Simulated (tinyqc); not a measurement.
Leakage currents through a thin dielectric: one step, computed by the program tinyqc.

Electrons leave an electrode with Fermi energy E_F above its band bottom; barriers are counted from the Fermi level, and both electrodes are alike.

Question. Fields. Field F = V/t; equivalent oxide thickness 3.9 t/k.

Inputs (values chosen for the exercise, modelled on TiO2): static permittivity k = 48.4; thickness t = 4.6 nm; voltage V = 1 V.

Stack: single layer.

Give: field F; equivalent oxide thickness.

Answer.

field F = 2.1739 MV/cm

equivalent oxide thickness = 0.37066 nm
